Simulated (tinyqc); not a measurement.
Thin-film transistor with exponential tail and deep states, accumulation layer: two steps of the calculation.

An undoped film in accumulation, thicker than the space-charge layer. With band bending psi the Fermi level lies E0 - psi below the band edge. Free electrons n = n0 exp(psi/Vt) carry the current; electrons in two exponential distributions of traps, a = a0 exp(psi/Va) and d = d0 exp(psi/Vp), do not. Linear regime, ohmic contacts, traps in equilibrium.

Values chosen for this exercise; values close to those of amorphous indium gallium zinc oxide:
```
symbol   value     unit                                        meaning
T          290        K                                    temperature
eps_r       10              relative permittivity of the semiconductor
Nc      4.1e18    cm^-3                     density of extended states
Nt      3.1e18    cm^-3                   total density of tail states
Tt         360        K         characteristic temperature of the tail
Nd      6.1e16    cm^-3                   total density of deep states
Td        1340        K  characteristic temperature of the deep states
E0        0.66       eV           bulk Fermi level below the band edge
Ci          20  nF/cm^2                               gate capacitance
Vg         9.7        V                   gate voltage above flat band
```

Constants: q = 1.602176634e-19 C, kB = 1.380649e-23 J/K, Vt = kB T/q, eps0 = 8.8541878128e-14 F/cm where lengths are in cm. Results are converted to the units shown.

Question 1. Bulk densities. Va = kB Tt/q, Vp = kB Td/q; n0 = Nc exp(-E0/Vt), a0 = Nt th(T/Tt) exp(-E0/Va), d0 = Nd th(T/Td) exp(-E0/Vp), th(x) = pi x/sin(pi x).

Wanted: Va; Vp; th(T/Tt); n0; a0; d0.

Answer 1.

Va = 0.031022 V
Vp = 0.11547 V
th(T/Tt) = 4.4122
n0 = 1.3898e7 cm^-3
a0 = 7.8781e9 cm^-3
d0 = 2.1729e14 cm^-3

Question 2. Surface potential by Newton steps. Va = kB Tt/q, Vp = kB Td/q. G(psi) = sum over the three kinds of c0 [V (exp(psi/V) - 1) - psi], field F = sqrt(2 q G/(eps0 eps_r)); Vg = psi + eps0 eps_r F/Ci at the surface. f = psi + eps0 eps_r F/Ci - Vg, f' = 1 + q rho/(Ci F) with rho = sum c0 (exp(psi/V) - 1); psi(new) = psi - f/f'.

psi at the start = 0.66 V
n0 = 1.3897729e7 cm^-3
a0 = 7.8781169e9 cm^-3
d0 = 2.1729101e14 cm^-3

Wanted: F; f; f'; psi after iteration 1.

Answer 2.

F = 439.7 kV/cm
f = 10.43 V
f' = 326.1
psi after iteration 1 = 0.6280 V

Numbers from tinyqc (`OMP_NUM_THREADS=1 python tinyqc.py 2610056 2610057 out.jsonl`; about 0.02 s on one thread of a shared Intel Xeon 2.30GHz).
